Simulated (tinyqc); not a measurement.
Short-channel transistor, virtual-source model with series resistance: two steps of the calculation.

The current per gate width is the charge at the top of the source barrier (the virtual source) times its velocity times a saturation function; al and be are fitting constants of the model. Units: I in uA/um, Rs in ohm um, so I Rs = 1e-6 I Rs in volts; Q in uC/cm^2, so I = 1e-4 Q vx0 Fsat with vx0 in cm/s.

Inputs (values chosen for the exercise): temperature T = 273 K; inversion capacitance Cinv = 2.91 uF/cm^2; velocity at the virtual source vx0 = 5.37e6 cm/s; apparent mobility mu = 1400 cm^2/(V s); channel length L = 16 nm; threshold at zero drain voltage VT0 = 0.307 V; drain-induced barrier lowering dl = 0.081 V/V; subthreshold factor n0 = 1.28; growth of n with drain voltage nd = 0.1 1/V; threshold shift (in units of Vt) from weak to strong inversion al = 3.5; sharpness of saturation be = 1.6; series resistance of each contact Rs = 150 ohm um; gate voltage Vgs = 0.6 V; drain voltage Vds = 0.6 V.

Constants: q = 1.602176634e-19 C, kB = 1.380649e-23 J/K, Vt = kB T/q. Results are converted to the units shown.

Question 1. Current through the series resistance. Intrinsic voltages Vg' = Vgs - I Rs, Vd' = Vds - 2 I Rs. n = n0 + nd Vd', VT = VT0 - dl Vd', Ff = 1/(1 + exp((Vg' - VT + al Vt/2)/(al Vt))), Q = Cinv n Vt ln(1 + exp((Vg' - VT + al Vt Ff)/(n Vt))), Vdsat = (vx0 L/mu)(1 - Ff) + Vt Ff, Fsat = u/(1 + u^be)^(1/be) with u = Vd'/Vdsat, and I(out) = Q vx0 Fsat per width. (Fsat takes the sign of u.) I(new) = I + 0.3 (I(out) - I).

I after iteration 1 = 160.44032 uA/um

Find: Vg'; Vd'; VT; Ff; Q; Vdsat; Fsat; I(out); I after iteration 2.

Answer 1.

Vg' = 0.57593 V
Vd' = 0.55187 V
VT = 0.26230 V
Ff = 0.013267
Q = 0.91586 uC/cm^2
Vdsat = 0.0063678 V
Fsat = 0.99950
I(out) = 491.57 uA/um
I after iteration 2 = 259.78 uA/um

Question 2. What the series resistance costs. n = n0 + nd Vd', VT = VT0 - dl Vd', Ff = 1/(1 + exp((Vg' - VT + al Vt/2)/(al Vt))), Q = Cinv n Vt ln(1 + exp((Vg' - VT + al Vt Ff)/(n Vt))), Vdsat = (vx0 L/mu)(1 - Ff) + Vt Ff, Fsat = u/(1 + u^be)^(1/be) with u = Vd'/Vdsat, and I = Q vx0 Fsat per width. I0 is the current for Rs = 0. Effective velocity I/Q; transit time L Q/I.

converged I = 421.63489 uA/um
I0 = 534.80107 uA/um

Find: loss against I0; effective velocity; transit time.

Answer 2.

loss against I0 = 21.16 %
effective velocity = 5.366e6 cm/s
transit time = 0.2981 ps

The carriers leave the virtual source at 99.9 % of vx0: the device is in saturation.

Program tinyqc, `OMP_NUM_THREADS=1 python tinyqc.py 2380096 2380097 out.jsonl`; Intel Xeon 2.30GHz, shared host, one thread, about 0.01 s.
